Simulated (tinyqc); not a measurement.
Inside a calculation. Method: UHF in the 3-21g basis, for H3, spin multiplicity 2. One step of it, computed by the program tinyqc.

Question. Iteration 3: DIIS coefficients. Solve [B -1; -1 0][c; lambda] = [0; -1] for the coefficients, which sum to one.

B (overlaps of the stored error matrices):
```
,1,2,3
1,5.9480979e-01,1.8557162e-01,1.2584927e-02
2,1.8557162e-01,6.6499866e-02,6.0992902e-03
3,1.2584927e-02,6.0992902e-03,1.0608496e-03
```

Give: DIIS coefficients.

Answer.

DIIS coefficients: 0.0614  -0.2774  1.2160
